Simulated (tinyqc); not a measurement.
Comparisons within one model: metal-induced gap states at the contact of a metal chain and a two-band chain. A value that a table varies takes the place of the one given here.

The semiconductor alternates sites A at -Eg/2 and C at +Eg/2 with hopping -t; the gap runs from -Eg/2 to Eg/2. In the gap cosh(q a) = 1 + (Eg^2/4 - E^2)/(2 t^2) and the amplitude changes by -exp(-q a) a period. The metal has site energy 0 and hopping -tm; its end site has g_m = (E - i sqrt(4 tm^2 - E^2))/(2 tm^2). Sites 1, 2, ... count into the semiconductor, with energies e1, e2 alternating. The clean half chain has g1 = 1/(E - e1 - t^2 g2), g2 = 1/(E - e2 - t^2 g1), decaying root. With the contact G11 = 1/(1/g1 - tc^2 g_m), and the density on site j is -Im G_jj/pi = |psi_j/psi_1|^2 (-Im G11/pi), per spin, with psi_2/psi_1 = -t g2, psi_3/psi_2 = -t g1.

Constants: e^2/(4 pi eps0) = 14.39964547 eV angstrom.

Values chosen for the exercise (gap and optical dielectric constant near those of SiO2; the chain itself is a model; not measured data): Eg = 8.95 eV (gap); t = 1.98 eV (hopping in the semiconductor); tm = 3.58 eV (hopping in the metal); tc = 1.27 eV (hopping across the contact); end = C (site that touches the metal); a = 3.1 angstrom (period (two sites); one chain for each area a^2); eps = 2.2 (dielectric constant); E = 0.18 eV (energy from mid-gap).

## Across the gap

E = f Eg. Share on C: the part of the summed density that lies on C sites, whose orbitals make the conduction edge.

Gap states:
```
f      E (eV)  xi = 1/(2q) (angstrom)  D1 (1/eV)  D2 (1/eV)  sum (1/eV)  share on C
-0.48  -4.296                    2.49     0.0003     0.0087      0.0126       0.037
-0.40  -3.580                    1.22     0.0010     0.0026      0.0039       0.283
-0.30  -2.685                    0.95     0.0017     0.0014      0.0032       0.559
-0.15  -1.343                    0.83     0.0030     0.0009      0.0040       0.778
0.00    0.000                    0.80     0.0052     0.0007      0.0061       0.874
0.15    1.343                    0.83     0.0097     0.0008      0.0107       0.923
0.30    2.685                    0.95     0.0224     0.0011      0.0245       0.953
0.40    3.580                    1.22     0.0537     0.0017      0.0601       0.970
0.48    4.296                    2.49     0.2045     0.0022      0.2903       0.989
```

What does this show, and why?

The decay length xi of the density is shortest at mid-gap, 0.80 angstrom, and grows to 2.5 near the edges. The summed density is least at f = -0.3 (0.0032) and largest at f = 0.48 (0.2903 1/eV). The share on C goes from 0.04 to 0.99 and passes one half near f = -0.321, a point that depends on which site ends the chain. The states turn from valence-like to conduction-like across the gap; the branch point, where the decay is fastest, lies at mid-gap in this symmetric chain and is the usual estimate of the neutrality level.

## Wider gaps pin less

E = 0; Eg is varied and eps follows 1 + (eps0 - 1)(Eg0/Eg), with the given Eg and eps as Eg0 and eps0. xi = 1/(2q), N = 2 (summed density)/a^2, S = 1/(1 + 4 pi e^2 N xi/eps).

Against the gap:
```
Eg (eV)    eps  xi (angstrom)  summed density (1/eV)      S  S at fixed eps
0.50     22.48          12.28                 0.2601  0.157           0.018
0.75     15.32           8.20                 0.1685  0.228           0.041
1.10     10.76           5.60                 0.1103  0.316           0.086
1.50      8.16           4.12                 0.0773  0.405           0.155
2.30      5.67           2.71                 0.0460  0.548           0.320
3.40      4.16           1.86                 0.0275  0.684           0.534
5.50      2.95           1.20                 0.0136  0.828           0.782
9.00      2.19           0.80                 0.0060  0.924           0.924
```

How do the results move?

From Eg = 0.5 to 9 eV xi falls by a factor 15.4 and the summed density by 43.1, so at fixed eps S rises from 0.02 to 0.92. The weaker screening of wide-gap solids works against this: with it S goes from 0.16 to 0.92.

## Weakening the contact bond

At the given E, tc is varied, as by a thin spacer. xi = 1/(2q), N = 2 (summed density)/a^2, S = 1/(1 + 4 pi e^2 N xi/eps) with xi and eps kept.

Against tc:
```
tc (eV)  D1 (1/eV)  summed density (1/eV)       S
0.10       0.00004                0.00004  0.9994
0.25       0.00022                0.00026  0.9965
0.50       0.00088                0.00102  0.9862
0.80       0.00225                0.00261  0.9656
1.20       0.00503                0.00582  0.9262
1.80       0.01099                0.01271  0.8519
2.50       0.01939                0.02243  0.7652
3.50       0.02886                0.03337  0.6866
```

What can be read from the table?

For a weak bond the density goes as tc^2 (ratio 6.25 between 0.25 and 0.1 eV, against 6.25). It is largest at tc = 3.5 eV among these rows, the end of the table; the peak may lie just before or beyond it. S is 0.999 at 0.1 eV and has its least value, 0.687, in that row.

## What each parameter does

xi = 1/(2q), summed density, and S = 1/(1 + 4 pi e^2 N xi/eps), N = 2 (summed density)/a^2. Each row changes one parameter from the base and keeps the others.

Results:
```
case           xi (angstrom)  summed density (1/eV)       S
base                   0.799                0.00651  0.9183
Eg = 9.845 eV          0.743                0.00548  0.9348
t = 2.178 eV           0.861                0.00634  0.9145
tm = 3.938 eV          0.799                0.00593  0.9250
tc = 1.397 eV          0.799                0.00784  0.9032
eps = 2.42             0.799                0.00651  0.9251
end = A                0.799                0.00571  0.9276
```

How do the results move?

The largest shifts from the base row, up to three for each result and ties (the steps differ in size, so this ranks the rows, not the parameters). xi (angstrom): t +0.062, Eg -0.056; unchanged at the printed digits by tm, tc, eps and end. summed density (1/eV): tc +0.00133, Eg -0.00103, end -0.00080; unchanged at the printed digits by eps. S: Eg +0.0166, tc -0.0151, end +0.0093. The decay length belongs to the semiconductor alone; the metal and the contact set only the amplitude.

tinyqc: `OMP_NUM_THREADS=1 python tinyqc.py 1482824 1482825 out.jsonl`; about 0.01 s, one thread, shared Intel(R) Xeon(R) Processor @ 2.30GHz.
